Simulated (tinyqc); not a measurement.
Ellipsometry and reflectance of a transparent film on an absorbing substrate: two steps of the calculation.

Air (index 1), film, substrate with N2 = n2 - i k2; time factor exp(+i w t). q_j = sqrt(N_j^2 - sin^2 th), root with positive real part. Fresnel coefficients r_s = (q_a - q_b)/(q_a + q_b), r_p = (N_b^2 q_a - N_a^2 q_b)/(N_b^2 q_a + N_a^2 q_b). tan(Psi) exp(i Delta) = R_p/R_s, Delta taken from 0 to 360 degrees.

Values chosen for this exercise; indices close to those of silicon nitride on silicon:
```
symbol,value,unit,meaning
lam,800,nm,wavelength
th,75,degrees,angle of incidence
n1,2.008,,index of the transparent film
d,63,nm,film thickness
n2,3.692,,index of the substrate
k2,0.0065,,extinction coefficient of the substrate
```

Task 1. Interface coefficients and thickness period. q0, q1, q2 and the coefficients r01 and r12 for p and s; the results repeat in d with the period lam/(2 q1).

Wanted: q0; q1; q2; r01,p; r01,s; r12,p; r12,s; period.

Result 1.

q0 = 0.2588
q1 = 1.760
q2 = 3.563-0.007i
r01,p = -0.2556
r01,s = -0.7436
r12,p = 0.2510-0.0008i
r12,s = -0.3387+0.0008i
period = 227.2 nm

Task 2. Psi, Delta and reflectances. beta = 2 pi d q1/lam, X = exp(-2 i beta), R = (r01 + r12 X)/(1 + r01 r12 X) for p and s.

q1 = 1.7604123
r01,p = -0.25564928
r01,s = -0.74364597
r12,p = 0.25096807-0.00076423i
r12,s = -0.33866645+0.00083658i

Wanted: beta; X; R_p; R_s; Psi; Delta; |R_p|^2; |R_s|^2.

Result 2.

beta = 0.8711 rad
X = -0.1705-0.9854i
R_p = -0.3100-0.2251i
R_s = -0.7559+0.1527i
Psi = 26.41 degrees
Delta = 47.41 degrees
|R_p|^2 = 0.1467
|R_s|^2 = 0.5947

The bare substrate gives Psi = 0.3359 and Delta = 9.2759 degrees.

Program tinyqc, `OMP_NUM_THREADS=1 python tinyqc.py 2870172 2870173 out.jsonl`; Intel Xeon 2.30GHz, shared host, one thread, about 0.3 s.
